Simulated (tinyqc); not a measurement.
# MOS structure on a p-type body with a surface-enhanced doping, non-linear Poisson equation by Newton steps: charge and capacitance against gate voltage

One dimension, insulator interface at x = 0, acceptor density Na + N0 exp(-x/Ls), net doping C = -(acceptor density). psi is counted from the intrinsic level: n = ni exp((psi - Vb)/Vt), p = ni exp(-psi/Vt); deep in the body psi_b = -Vt ln(Na/ni). The gate acts through Cox = eps0 eox/tox and has the potential psi_G = Vg - (phiM - chi - Vt ln(Nc/ni)). Boltzmann statistics, full ionisation, classical densities, no oxide or interface charge.

ni = sqrt(Nc Nv) exp(-Eg/(2 Vt)), Eg in volts. The Poisson equation d/dx(eps0 eps_r dpsi/dx) = -q (p - n + C), with eps0 eps_r dpsi/dx = -Cox (psi_G - psi_0) at x = 0, is solved on a mesh of about 600 nodes or more. N_inv is the integral of n less its value deep in the body. C_LF = Cox (1 - dpsi_0/dVg) with all carriers following; C_HF is the same with the electron quasi-Fermi level shifting uniformly so that N_inv stays fixed. The centroid is that of the same excess.

Values chosen for this exercise; band and dielectric values close to those of silicon: temperature T = 300 K; band gap Eg = 1.13 eV; relative permittivity eps_r = 11.9; conduction-band density of states at T Nc = 2.8e19 cm^-3; valence-band density of states at T Nv = 2.61e19 cm^-3; electron affinity chi = 4.09 eV; acceptor density deep in the body Na = 6.5e16 cm^-3; relative permittivity of the gate insulator (close to silicon nitride) eox = 7.34; insulator thickness tox = 5.1 nm; gate work function phiM = 4.53 eV; electron quasi-Fermi potential against the body Vb = 0 V; extra acceptor density at the surface N0 = 2.5e17 cm^-3; decay length Ls = 17 nm.

Constants: q = 1.602176634e-19 C, kB = 1.380649e-23 J/K, Vt = kB T/q, eps0 = 8.8541878128e-14 F/cm where lengths are in cm. Results are converted to the units shown.

Result of one run:

| psi_0 - psi_b (V) | N_inv (cm^-2) | C_LF/Cox | C_HF/Cox | centroid (nm) |
|---|---|---|---|---|
| 1.02 | 6.63e12 | 0.949 | 0.0614 | 0.684 |

Which gate voltage against the body Vg gave this result: 0.1, 0.27, 0.45, 1.31 or 1.48 V?

Vg = 1.48 V.

The whole series:

| Vg (V) | psi_0 - psi_b (V) | N_inv (cm^-2) | C_LF/Cox | C_HF/Cox | centroid (nm) |
|---|---|---|---|---|---|
| 0.1 | 0.510 | 7.94e4 | 0.0859 | 0.0859 | 1.94 |
| 0.27 | 0.667 | 3.01e7 | 0.0738 | 0.0736 | 1.70 |
| 0.45 | 0.832 | 1.65e10 | 0.128 | 0.0651 | 1.53 |
| 0.62 | 0.929 | 5.51e11 | 0.696 | 0.0619 | 1.32 |
| 0.79 | 0.965 | 1.61e12 | 0.848 | 0.0615 | 1.10 |
| 0.96 | 0.986 | 2.79e12 | 0.898 | 0.0614 | 0.952 |
| 1.13 | 1.00 | 4.02e12 | 0.923 | 0.0614 | 0.840 |
| 1.31 | 1.01 | 5.35e12 | 0.939 | 0.0614 | 0.751 |
| 1.48 | 1.02 | 6.63e12 | 0.949 | 0.0614 | 0.684 |

N_inv goes from 79400 to 6.63e12 cm^-2 and passes 2e11 cm^-2 at Vg = 0.545 V. Below threshold it takes 65.9 mV a decade between Vg = 0.1 and 0.27 V, against Vt ln 10 = 59.5 mV. C_LF/Cox is lowest, 0.0738, at Vg = 0.27 V among the rows listed and ends at 0.949, while C_HF/Cox ends at 0.0614. Between the last two rows q dN_inv/dVg is 0.944 Cox. Where the classical centroid is under about 2 nm, confinement would move the charge away from the interface and raise the threshold. Above about 2e12 cm^-2 degeneracy matters too.

Computed by the program tinyqc: `OMP_NUM_THREADS=1 python tinyqc.py 2080096 2080097 out.jsonl`, one thread of a shared Intel Xeon 2.30GHz, about 0.3 s for the whole run.
